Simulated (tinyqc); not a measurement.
# One level from two frequencies

Inverse problem. A single interface trap level in an MOS capacitor has the conductance Gp/w = Cit w tau/(1 + w^2 tau^2), w = 2 pi f. Find tau and Cit.

Gp/w at f = 12 and 93 Hz (nF/cm^2): [58.781442, 51.952674]

Answer. w/(Gp/w) = 1/(Cit tau) + (tau/Cit) w^2 is linear in w^2; the two coefficients give tau and Cit.

tau = 0.005162 s
Cit = 173.9 nF/cm^2

tinyqc, about 0.01 s, one thread, Intel Xeon 2.30GHz (shared host): `OMP_NUM_THREADS=1 python tinyqc.py 2030166 2030167 out.jsonl`
